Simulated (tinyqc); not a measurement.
Electron-beam lithography: double-Gaussian proximity function, edge placement and dose correction for parallel lines: one step, computed by the program tinyqc. Command: `OMP_NUM_THREADS=1 python tinyqc.py 3114068 3114069 out.jsonl proximity walk`. One thread of a shared host (Intel(R) Xeon(R) Processor @ 2.30GHz), about 0.01 s of CPU time with the checks.

Lines are infinitely long. Absorbed energy is counted so that the middle of a very large area written at dose 1 receives 1; the resist develops where it exceeds 1/2.

Task: Interaction matrix. f(r) = [exp(-r^2/alpha^2)/alpha^2 + eta exp(-r^2/beta^2)/beta^2]/(pi (1 + eta)). A line from a to b at dose d gives E(x) = d [S(alpha) + eta S(beta)]/(1 + eta), S(s) = [erf((b - x)/s) - erf((a - x)/s)]/2. M_ij is the mean of E at the two edges of line i from line j at dose 1.

Inputs (values chosen for the exercise, of the order of those for 10 keV electrons in resist on silicon): forward range alpha = 0.01 micrometre; backscatter range beta = 1.2 micrometre; backscatter ratio eta = 0.85.

Lines (micrometre):
```
line  left edge  right edge  centre
1         0.000       1.500   0.750
2         1.660       1.722   1.691
3         1.782       1.892   1.837
4         2.452       2.712   2.582
5         2.797       2.897   2.847
```

Give: M.

Result:

M, rows 1, 2, 3, 4, 5:
```
[[0.48229, 0.00745, 0.01212, 0.01277, 0.00311],
 [0.17818, 0.28365, 0.02338, 0.03238, 0.00855],
 [0.15188, 0.01317, 0.29397, 0.03815, 0.01065],
 [0.04707, 0.00773, 0.01612, 0.32557, 0.02035],
 [0.02578, 0.00530, 0.01171, 0.05322, 0.29182]]
```
